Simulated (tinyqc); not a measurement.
Dopant redistribution at a moving silicon-oxide interface during parabolic oxidation. Changing the speed of oxidation. Computed by tinyqc, a small Python program. Command: `OMP_NUM_THREADS=1 python tinyqc.py 3029360 3029361 out.jsonl segox sweep`. One thread of a shared host (Intel(R) Xeon(R) Processor @ 2.30GHz), about 0.01 s of CPU time with the checks.

Uniformly doped silicon is oxidised with x_ox = sqrt(B t); the interface advances into the silicon by alpha x_ox, alpha = 0.44. The dopant does not move in the oxide, and at the interface C(silicon) = m C(oxide).

Inputs (values chosen for the exercise, modelled on boron in silicon under steam): dopant prefactor D0 = 1.04 cm^2/s; dopant activation energy E = 3.49 eV; oxidation activation energy E_B = 0.79 eV; segregation coefficient m = C(silicon)/C(oxide) = 0.37; bulk doping C_B = 5.2e+15 1/cm^3; temperature T = 1100 C; time t = 2 h.

Constants: k_B = 8.617333262e-05 eV/K.

Method:
- D = D0 exp(-E/(k_B T)), converted with 1 cm^2/s = 3.6e11 um^2/h; B = B0 exp(-E_B/(k_B T)); s = alpha sqrt(B/(4 D)), the interface advance over 2 sqrt(D t).
- Temperatures in kelvin are T(C) + 273.15.
- With the dopant diffusivity D and s = alpha x_ox/(2 sqrt(D t)), in the silicon C = C_B + (C_s - C_B) erfc(y/(2 sqrt(D t)))/erfc(s), y from the original surface. Dopant balance at the interface gives C_s/C_B = 1/[1 + (1/(m alpha) - 1) g], g = sqrt(pi) s exp(s^2) erfc(s).
- Consumed silicon held alpha x_ox C_B; the oxide holds x_ox times the dopant concentration in the oxide; the difference is the excess in the silicon; 1 um = 1e-4 cm.

One run for each value:
```
oxidation prefactor B0 (um^2/h)  ratio C_s/C_B      s  excess in the silicon (1/cm^2)
14                                      0.5079  0.121                      -9.112e+10
32                                      0.4212  0.183                      -1.031e+11
74                                      0.3443  0.279                      -1.102e+11
170                                     0.2831  0.422                      -1.107e+11
410                                     0.2352  0.656                      -1.035e+11
950                                     0.2043  0.999                      -9.019e+10
2200                                    0.1848  1.520                      -7.291e+10
5200                                    0.1735  2.337                      -5.449e+10
12000                                   0.1678  3.549                      -3.878e+10
```

Over the rows, ratio C_s/C_B falls from 0.508 to 0.168 (exponent d ln y / d ln x -0.23 between the first rows and -0.040 between the last); s rises from 0.121 to 3.55 (exponent d ln y / d ln x about 0.50 throughout); excess in the silicon (1/cm^2) goes from -9.11e10 through a minimum among these rows, -1.11e11 at 170, to -3.88e10. The exponent of s stays at 0.50: s scales as sqrt(B/D). The last row stands at 103 % of the limit m alpha = 0.163.

Caution (rows 14.0, 32.0): in this case the oxide is not much thicker than a typical Deal-Grove length A, so real growth is slower than parabolic. Caution (all rows): parabolic growth needs an oxide much thicker than the Deal-Grove length A, which fails for thin films and low temperatures; oxidation-enhanced or retarded diffusion is ignored.

Extremes, crossings and ranges named in words are read from the listed rows.
